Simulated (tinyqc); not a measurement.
Specific resistance of a metal-semiconductor contact and its transmission-line measurement. Inputs raised by 5 %, one at a time. Computed by tinyqc, a small Python program. Command: `OMP_NUM_THREADS=1 python tinyqc.py 3026887 3026888 out.jsonl contact sens`. One thread of a shared host (Intel(R) Xeon(R) Processor @ 2.30GHz), about 0.02 s of CPU time with the checks.

The barrier is parabolic (depletion approximation), energies E are normal energies counted from the band edge in the neutral semiconductor (downwards for holes), and the bias is zero. xi is an input, held fixed when other inputs move.

Inputs (values chosen for the exercise, modelled on n-type silicon):

| quantity | value | unit |
|---|---|---|
| tunnelling mass m | 0.28 | m_0 |
| permittivity eps | 11.7 | - |
| Richardson constant A* | 109 | A/(cm^2 K^2) |
| barrier height phi_B | 0.74 | eV |
| doping N | 1.9e+20 | 1/cm^3 |
| Fermi level above the band edge in the bulk, xi | 0.1 | eV |
| temperature T | 400 | K |
| sheet resistance R_sh | 20 | ohm |
| contact length d | 0.063 | micrometre |
| contact width W | 0.14 | micrometre |

Image-force lowering: left out.

Constants: hbar = 1.054571817e-34 J s; eps_0 = 8.8541878128e-12 F/m; m_0 = 9.1093837015e-31 kg; k_B = 8.617333262e-05 eV/K; e = 1.602176634e-19 C.

Method:
- E_00 = (e hbar/2) sqrt(N/(eps eps_0 m)); band bending E_b = phi_B + xi; depletion width w = sqrt(2 eps eps_0 E_b/(e^2 N)).
- WKB transmission for E < E_b, with a = E/E_b: D = exp{-(E_b/E_00) [sqrt(1 - a) - a ln((1 + sqrt(1 - a))/sqrt(a))]}; D = 1 above.
- At zero bias 1/rho_c = (e A*/k_B^2) int D(E) f(E) dE, f = 1/(1 + exp((E - xi)/k_B T)); 200 Gauss-Legendre points from 0 to E_b, and k_B T ln(1 + exp((xi - E_b)/k_B T)) for the part above the barrier; the share of tunnelling is the part below.
- Transmission-line model: transfer length L_T = sqrt(rho_c/R_sh); R_c = (R_sh L_T/W) coth(d/L_T). Limits: rho_c/(W d) for d << L_T, sqrt(rho_c R_sh)/W for d >> L_T.

Runs:

| input moved | from | to | specific contact resistance rho_c (ohm cm^2) | contact resistance R_c (ohm) | transfer length L_T (micrometre) | depletion width (nm) |
|---|---|---|---|---|---|---|
| base run | - | - | 6.590e-08 | 750.1 | 0.5740 | 2.391 |
| tunnelling mass m (m_0) | 0.28 | 0.294 | 7.329e-08 | 833.9 | 0.6053 | 2.391 |
| permittivity eps | 11.7 | 12.285 | 7.329e-08 | 833.9 | 0.6053 | 2.450 |
| doping N (1/cm^3) | 1.9e+20 | 1.995e+20 | 5.938e-08 | 676.2 | 0.5449 | 2.333 |
| temperature T (K) | 400 | 420 | 6.359e-08 | 723.9 | 0.5638 | 2.391 |
| sheet resistance R_sh (ohm) | 20 | 21 | 6.590e-08 | 750.3 | 0.5602 | 2.391 |
| contact length d (micrometre) | 0.063 | 0.06615 | 6.590e-08 | 714.7 | 0.5740 | 2.391 |
| contact width W (micrometre) | 0.14 | 0.147 | 6.590e-08 | 714.4 | 0.5740 | 2.391 |

Exponents ln(y'/y) / ln(x'/x):

| input | specific contact resistance rho_c | contact resistance R_c | transfer length L_T | depletion width |
|---|---|---|---|---|
| tunnelling mass m | 2.179 | 2.171 | 1.090 | 0.0 |
| permittivity eps | 2.179 | 2.171 | 1.090 | 0.5 |
| doping N | -2.134 | -2.125 | -1.067 | -0.5 |
| temperature T | -0.731 | -0.729 | -0.366 | 0.0 |
| sheet resistance R_sh | 0.000 | 0.004 | -0.500 | 0.0 |
| contact length d | 0.000 | -0.992 | 0.000 | 0.0 |
| contact width W | 0.000 | -1.000 | 0.000 | 0.0 |

Which inputs matter most for each result?

Among the inputs moved here: specific contact resistance rho_c answers most in size to tunnelling mass m (exponent +2.179), and about equally to permittivity eps (+2.179); its exponent is below 0.0005 for sheet resistance R_sh, contact length d, contact width W. contact resistance R_c answers most in size to tunnelling mass m (exponent +2.171), and about equally to permittivity eps (+2.171). Its exponent +0.004 in sheet resistance R_sh: a short contact. Its exponent -0.992 in contact length d: a short contact. Transfer length L_T answers most in size to tunnelling mass m (exponent +1.090), and about equally to permittivity eps (+1.090); its exponent is below 0.0005 for contact length d, contact width W. depletion width answers most in size to permittivity eps (exponent +0.500), and about equally to doping N (-0.500); its exponent is below 0.0005 for tunnelling mass m, temperature T, sheet resistance R_sh, contact length d, contact width W. Its exponent -0.500 in doping N: the depletion approximation.
